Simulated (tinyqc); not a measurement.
# Changing the static dielectric constant eps_s

Model: Froehlich polaron in a polar crystal. Computed by tinyqc, a small Python program. Command: `OMP_NUM_THREADS=1 python tinyqc.py 3028582 3028583 out.jsonl frohlich sweep`. One thread of a shared host (Intel(R) Xeon(R) Processor @ 2.30GHz), about 0.09 s of CPU time with the checks.

One electron in a parabolic band of mass m*, coupled to dispersionless LO phonons in the continuum model. Energies are in units of hbar omega unless marked, wave numbers in k_0 = sqrt(2 m* omega/hbar).

Inputs (values chosen for the exercise, for a model crystal):
```
quantity                     value  unit
band mass m*                 0.118   m_0
LO phonon energy hbar omega   63.2   meV
eps_inf                        8.7     -
temperature T                  200     K
```

Constants: hbar^2/(2 m_0) = 3.80998212 eV angstrom^2; e^2/(4 pi eps_0) = 14.39964548 eV angstrom; k_B = 8.617333262e-05 eV/K; hbar = 6.582119569e-16 eV s; e = 1.602176634e-19 C; m_0 = 9.1093837015e-31 kg.

Method:
- 1/eps* = 1/eps_inf - 1/eps_s; k_0 = sqrt(2 m* omega/hbar) = sqrt(m* hbar omega / (hbar^2/(2 m_0))) with m* in m_0; alpha = (e^2/(4 pi eps_0)) k_0/(2 eps* hbar omega); polaron length 1/k_0.
- Feynman's bound: E(v, w) = 3 (v - w)^2/(4 v) - (alpha v/sqrt(pi)) int_0^infinity e^-u D(u)^(-1/2) du, D = w^2 u + ((v^2 - w^2)/v)(1 - e^(-v u)); integrals by 80 Gauss-Legendre points in s from 0 to 1 with u = 40 s^2.
- Minimise over v > w > 0 (simplex search); mass m_p/m* = 1 + (alpha v^3/(3 sqrt(pi))) int u^2 e^-u D^(-3/2) du.
- Scattering by absorption of an LO phonon: 1/tau = 2 alpha omega n, n = 1/(exp(hbar omega/(k_B T)) - 1); mu = e tau/m*, the weak-coupling result for k_B T well below hbar omega.

One run for each value:
```
static dielectric constant eps_s  coupling constant alpha  polaron energy, Feynman (meV)  mobility (cm^2/(V s))    eps*
9.4                                               0.04314                         -2.728                  68611  116.83
15.1                                              0.24554                        -15.566                  12055   20.53
39.1                                              0.45042                        -28.629                   6572   11.19
62.8                                              0.49907                        -31.741                   5931   10.10
101.0                                             0.52942                        -33.685                   5591    9.52
162.0                                             0.54821                        -34.889                   5399    9.19
261.0                                             0.56002                        -35.645                   5286    9.00
```

Give the missing row, static dielectric constant eps_s = 24.3.

Computed row:
```
static dielectric constant eps_s  coupling constant alpha  polaron energy, Feynman (meV)  mobility (cm^2/(V s))   eps*
24.3                                              0.37191                        -23.615                   7959  13.55
```

Interpolating between the two neighbouring rows (the first column on a logarithmic scale, the others too where they are positive) misses most in eps*, by 12 %. Over the rows, coupling constant alpha rises from 0.0431 to 0.560 (exponent d ln y / d ln x 3.7 between the first rows and 0.045 between the last); polaron energy, Feynman (meV) falls from -2.73 to -35.6 (exponent d ln y / d ln x 3.7 between the first rows and 0.045 between the last); mobility (cm^2/(V s)) falls from 68600 to 5290 (exponent d ln y / d ln x -3.7 between the first rows and -0.045 between the last). eps* falls towards eps_inf = 8.7, so alpha saturates however large eps_s becomes.

Caution (all rows): this mobility formula holds for weak coupling and k_B T well below hbar omega, and it leaves out all other scattering.
